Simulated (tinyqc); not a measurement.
Inside a calculation. Model: hot electrons in a saturated n-channel MOSFET, lucky-electron model.

Computed by the program tinyqc: `OMP_NUM_THREADS=1 python tinyqc.py 2550115 2550116 out.jsonl`, one thread of a shared Intel Xeon 2.30GHz, about 0.01 s for the whole run. Printed values are rounded.

Beyond pinch-off the lateral field grows as Esat cosh(y/l) over the velocity-saturated region (pseudo-two-dimensional model). Impact ionisation in this region gives the substrate current, which biases the body forward through Rsub. Currents are per width. Local-field laws: they overstate ionisation when the field peak is narrower than an energy relaxation length.

Values chosen for this exercise; values close to those of silicon n-channel devices:
- L = 0.18 um (channel length)
- tox = 4.2 nm (oxide thickness)
- xj = 62 nm (junction depth)
- VT = 0.57 V (threshold)
- mu = 280 cm^2/(V s) (effective mobility)
- vs = 8.8e6 cm/s (saturation velocity)
- Ai = 2e6 1/cm (ionisation prefactor)
- Bi = 1.8 MV/cm (ionisation field)
- Rd = 0 ohm um (resistance of the lightly doped drain)
- Rsub = 7600 ohm um (substrate resistance)
- kb = 0.29 (fall of VT per volt of forward body bias)
- lm = 8.1 nm (hot-electron mean free path)
- pb = 3.2 V (oxide barrier)
- Cg = 0.0012 (prefactor of the gate current)
- m = 2.8 (lifetime exponent)
- Hl = 14000 s uA/um (lifetime constant)
- Vd = 1.6 V (drain voltage)
- Vg = 0.7 V (gate voltage)

Constants: eps0 = 8.8541878128e-14 F/cm where lengths are in cm. Results are converted to the units shown.

## Length and field scales

Cox = 3.9 eps0/tox, l = sqrt(3 tox xj), Esat = 2 vs/mu.

Cox = 0.822175 uF/cm^2
l = 27.9500 nm
Esat = 0.0628571 MV/cm
Esat L = 1.13143 V

## Iteration 1: body bias from the substrate current

Vb at the start = 0 V

Cox = 3.9 eps0/tox. Overdrive g = Vg - VT + kb Vb; Vdsat = g Esat L/(g + Esat L); Id = Cox vs (g - Vdsat); dV = Vd - Id Rd - Vdsat; Em = sqrt((dV/l)^2 + Esat^2); Isub = Id (Ai/Bi) l Em exp(-Bi/Em). Vb(new) = Rsub Isub.

Vdsat = 0.116602 V
Id = 9.69328 uA/um
dV = 1.48340 V
Em = 0.534443 MV/cm
Isub = 0.554382 uA/um
Vb after iteration 1 = 0.00421330 V

## Iteration 2: body bias from the substrate current

As before.

Vdsat = 0.117585 V
Id = 9.86679 uA/um
dV = 1.48242 V
Em = 0.534094 MV/cm
Isub = 0.562698 uA/um
Vb after iteration 2 = 0.00427650 V

## Course of the iteration: body bias from the substrate current

Stop when Vb changes by less than 1e-9 V, or after 60 iterations.

Course of the iteration:
```
iteration      Vb (V)  |change| (V)
1          0.00421330       4.21e-3
2          0.00427650       6.32e-5
3          0.00427745       9.50e-7
4          0.00427747       1.43e-8
5          0.00427747      2.14e-10
```

Converged in 5 iterations. At the end each change is about 0.015 times the one before: linear convergence.

## Gate current, lifetime and channel shortening

Id = 9.86944 uA/um
dV = 1.48240 V
Em = 0.534088 MV/cm
Isub = 0.562824 uA/um

Ig = Cg Id exp(-pb/(lm Em)); lifetime tau = (Hl/Id)(Isub/Id)^(-m); length of the saturated region dL = l ln[(dV/l + Em)/Esat]. 1 year = 3.15576e7 s.

Isub/Id = 0.0570270
Ig = 7.26150 pA/um
tau = 0.136681 years
dL = 79.0806 nm

The lifetime misses ten years. Integrating Ai exp(-Bi/E) over the cosh profile gives Isub/Id = 0.0463, so the closed form is 23 % above it.
